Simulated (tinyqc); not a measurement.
Zener tunnelling in a reverse-biased junction, two-band WKB: one step of the calculation.

Abrupt p-n junction, depletion approximation. Energies E are counted from the conduction-band edge of the neutral n side; its Fermi level lies at dn, that of the p side at dn - V, and the valence-band edge of the neutral p side at Em = dn + dp - V. Tunnelling needs 0 < E < Em. Two-band dispersion with equal masses m: inside the gap kappa = sqrt(m u (1 - u/Eg)/C), u the distance from a band edge, C = hbar^2/(2 m0).

Question. Fermi levels and built-in voltage. Nd = Nc F12(dn/Vt), Na = Nv F12(dp/Vt), F12(x) = (2/sqrt(pi)) int_0^infinity sqrt(u)/(1 + exp(u - x)) du; dn = EF - Ec on the n side, dp = Ev - EF on the p side (negative outside the bands); Vbi = Eg + dn + dp.

Values chosen for this exercise; band and dielectric values close to those of In0.53Ga0.47As: temperature T = 350 K; band gap Eg = 0.749 eV; conduction-band density of states at 350 K Nc = 2.67e17 cm^-3; valence-band density of states at 350 K Nv = 9.7e18 cm^-3; acceptor density Na = 6.9e18 cm^-3; donor density Nd = 3.4e18 cm^-3.

Constants: q = 1.602176634e-19 C, kB = 1.380649e-23 J/K, Vt = kB T/q. Results are converted to the units shown.

Find: dn; dp; Vbi.

Answer.

dn = 0.19492 eV
dp = -0.0027615 eV
Vbi = 0.94116 V

Boltzmann statistics would give dn = 0.0767 eV and dp = -0.0103 eV. At zero bias the bands of the two sides overlap by dn + dp.

Range of the model: Parabolic densities of states, no band tails and no gap narrowing, all of which matter at such doping.

Computed by the program tinyqc: `OMP_NUM_THREADS=1 python tinyqc.py 2620118 2620119 out.jsonl`, one thread of a shared Intel Xeon 2.30GHz, about 0.02 s for the whole run.
